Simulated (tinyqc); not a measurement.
Sheet resistance and Hall data of a diffused or implanted layer. Changing the length scale l. Computed by tinyqc, a small Python program. Command: `OMP_NUM_THREADS=1 python tinyqc.py 3015230 3015231 out.jsonl layer sweep`. One thread of a shared host (Intel(R) Xeon(R) Processor @ 2.30GHz), about 0.01 s of CPU time with the checks.

Carriers are taken equal to the net active doping down to the junction (full ionisation, which deep dopants in wide-gap hosts do not reach; no spill-over, no depletion), and the Hall factor is 1.

Inputs (values chosen for the exercise, modelled on donors in GaAs):
```
quantity,value,unit
mu_min,486,cm^2/(V s)
mu_max,9580,cm^2/(V s)
N_ref,5.8e+16,1/cm^3
exponent alpha,0.39,-
peak concentration N_0,1.5e+19,1/cm^3
background doping N_B (opposite type),3.5e+16,1/cm^3
solubility limit N_s,7.2e+18,1/cm^3
```

Profile: box. Activation: limited by solubility.

Constants: e = 1.602176634e-19 C.

Method:
- N(x) = N_0 down to x_j = l, dose N_0 l.
- Mobility mu = mu_min + (mu_max - mu_min)/(1 + (N_t/N_ref)^alpha), N_t = active doping + N_B; carriers n = active doping - N_B, active doping min(N, N_s).
- Integrals from x_0 (0 unless stated) to x_j by the midpoint rule on 400 even intervals: 1/R_s = e int n mu dx; sheet density n_s = int n dx; Hall sheet density (int n mu dx)^2/int n mu^2 dx; Hall mobility int n mu^2 dx/int n mu dx.
- Mean conductivity 1/(R_s x_j); mean mobility 1/(e n_s R_s).

One run for each value:
```
length scale l (nm),sheet resistance R_s (ohm),junction depth x_j (nm),mean conductivity 1/(R_s x_j) (S/cm)
21,245.80,21,1937.3
38,135.84,38,1937.3
70,73.74,70,1937.3
130,39.71,130,1937.3
230,22.44,230,1937.3
410,12.59,410,1937.3
750,6.88,750,1937.3
1400,3.69,1400,1937.3
```

Over the rows, sheet resistance R_s (ohm) falls from 246 to 3.69 (exponent d ln y / d ln x about -1.00 throughout); junction depth x_j (nm) rises from 21.0 to 1400 (exponent d ln y / d ln x about 1.0 throughout); mean conductivity 1/(R_s x_j) (S/cm) does not change. The exponent of sheet resistance R_s stays at -1: the profile only stretches. The exponent of junction depth x_j stays at 1: the profile only stretches. The exponent of mean conductivity 1/(R_s x_j) stays at 0: Irvin's observation: 1/(R_s x_j) depends on the concentrations and the shape alone.

Caution (rows 21.0): the layer is not thick against surface and junction depletion widths, which remove carriers that this model counts.

Extremes, crossings and ranges named in words are read from the listed rows.
